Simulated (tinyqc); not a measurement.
Three-level Kane dispersion of a narrow-gap semiconductor: one step. The three bands at one k.

Zero of energy at Gamma8, c = hbar^2/2m0, P^2 = Ep c. The free-electron term and remote bands are left out, so the heavy holes are flat at E = 0 and the other three bands obey E (E - Eg)(E + Dso) = P^2 k^2 (E + 2 Dso/3). The conduction band is the highest root; its edge is Ec = max(Eg, 0).

Constants: hbar^2/2m0 = 3.80998211 eV angstrom^2.

Parameters, chosen for this exercise (near those of InAs; the results hold for these values, not for the real material): Eg = 0.421 eV (E(Gamma6) - E(Gamma8)); Dso = 0.39 eV (spin-orbit splitting); Ep = 20.8 eV (Kane energy); k = 0.022 1/angstrom (wave vector).

Task: Expand the equation into E^3 + a2 E^2 + a1 E + a0 = 0 and give its roots; compare with the two-level form (Dso to infinity) E = Eg/2 +/- sqrt(Eg^2/4 + (2/3) P^2 k^2).

Give: P^2 k^2; a2, a1, a0; roots; two-level form.

Result:

P^2 k^2 = 0.038356 eV^2

a2, a1, a0: -0.031000  -0.202546  -0.009973

roots (eV): -0.4067  -0.0502  0.4880

two-level form (eV): -0.0538  0.4748

The two-level form misses the highest root by -13.1 meV. The order is normal: Gamma6 forms the conduction band.

tinyqc: `OMP_NUM_THREADS=1 python tinyqc.py 1080781 1080782 out.jsonl`; about 0.01 s, one thread, shared Intel(R) Xeon(R) Processor @ 2.30GHz.
